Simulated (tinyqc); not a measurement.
Schottky barriers and band offsets from neutrality levels: one step. The density of gap states that S implies. Three cases, with inputs chosen for the exercise.

Question. S and PhiN are those of material 1, from the metal contact. In the picture of a dipole layer, S = 1/(1 + 4 pi (e^2/4 pi eps0) D dl/ei) with D states per area and energy. The charge in the gap states is D (WM - PhiN) S electrons missing per area, and the dipole step is (1 - S)(WM - PhiN). 1 angstrom^-2 = 1e16 cm^-2.

Constants: e^2/(4 pi eps0) = 14.39964547 eV angstrom.

Case 1.

Values chosen:
- WM = 4.26 eV (work function of a metal)
- dl = 2.2 angstrom (width of the interface dipole layer)
- ei = 1.5 (its dielectric constant)

S = 0.068733
PhiN = 4.69000 eV

Case 2.

Values chosen:
- WM = 5.11 eV (work function of a metal)
- dl = 2.7 angstrom (width of the interface dipole layer)
- ei = 1 (its dielectric constant)

S = 0.039714
PhiN = 4.50000 eV

Case 3.

Values chosen:
- WM = 5.25 eV (work function of a metal)
- dl = 2.5 angstrom (width of the interface dipole layer)
- ei = 1 (its dielectric constant)

S = 0.100130
PhiN = 4.89000 eV

Give: D; electrons missing from the gap states (negative: in excess); dipole step.

Answer.

Case 1.

D = 5.105e+14 1/(cm^2 eV)
electrons missing from the gap states (negative: in excess) = -1.51e+13 cm^-2
dipole step = -0.400 eV

A surface holds about 1e15 atoms per cm^2, so 1.5 % of an electron per atom makes this step.

Case 2.

D = 4.949e+14 1/(cm^2 eV)
electrons missing from the gap states (negative: in excess) = 1.20e+13 cm^-2
dipole step = 0.586 eV

A surface holds about 1e15 atoms per cm^2, so 1.2 % of an electron per atom makes this step.

Case 3.

D = 1.987e+14 1/(cm^2 eV)
electrons missing from the gap states (negative: in excess) = 7.16e+12 cm^-2
dipole step = 0.324 eV

A surface holds about 1e15 atoms per cm^2, so 0.7 % of an electron per atom makes this step.

Computed by tinyqc, one run a case: `OMP_NUM_THREADS=1 python tinyqc.py N N+1 out.jsonl` with N = 1851021, 1851065, 1851099; one thread of a shared Intel(R) Xeon(R) Processor @ 2.30GHz, about 0.01 s a run at most.
